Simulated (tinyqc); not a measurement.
# Crystallisation kinetics and data retention of a phase-change cell: retention against temperature

Johnson-Mehl-Avrami-Kolmogorov law X = 1 - exp(-y^n), y = integral of k dt, k = (1/100 s) exp[-(Ec q/kB)(1/T - 1/T1)].

At fixed T the state fails at t = (-ln(1 - Xf))^(1/n)/k; ten years are 3.15576e8 s.

Parameters, values chosen for the exercise; values of the order of Ge-Sb-Te and related chalcogenides:
- Ec = 2.12 eV (activation energy of crystallisation)
- T1 = 434 K (temperature at which the rate k is 1/(100 s))
- n = 4 (Avrami exponent)
- Xf = 0.2 (crystalline share at which the state is lost)

Constants: q = 1.602176634e-19 C, kB = 1.380649e-23 J/K. Results are converted to the units shown.

Result of one run:

| T (K) | k (1/s) | time to fail (s) |
|---|---|---|
| 385 | 7.358e-6 | 9.341e4 |

What becomes of these results when the storage temperature T is changed from 385 to 402 K, all else the same?

Result of the changed run:

| T (K) | k (1/s) | time to fail (s) |
|---|---|---|
| 402 | 1.097e-4 | 6263 |

The whole series:

| T (K) | k (1/s) | time to fail (s) |
|---|---|---|
| 317 | 8.199e-12 | 8.383e10 |
| 334 | 4.259e-10 | 1.614e9 |
| 351 | 1.509e-8 | 4.556e7 |
| 368 | 3.844e-7 | 1.788e6 |
| 385 | 7.358e-6 | 9.341e4 |
| 402 | 1.097e-4 | 6263 |
| 420 | 0.001511 | 454.7 |
| 437 | 0.01476 | 46.57 |
| 454 | 0.1215 | 5.658 |

The time to fail falls from 8.38e10 to 5.66 s, a decade every 9.91 K at the cold end; ten years need T below 341.6 K.

Range of the model: One Arrhenius rate is assumed; incubation, growth from the boundary and the non-Arrhenius kinetics of the supercooled liquid are left out.

Computed by the program tinyqc: `OMP_NUM_THREADS=1 python tinyqc.py 2490147 2490148 out.jsonl`, one thread of a shared Intel Xeon 2.30GHz, about 0.04 s for the whole run.
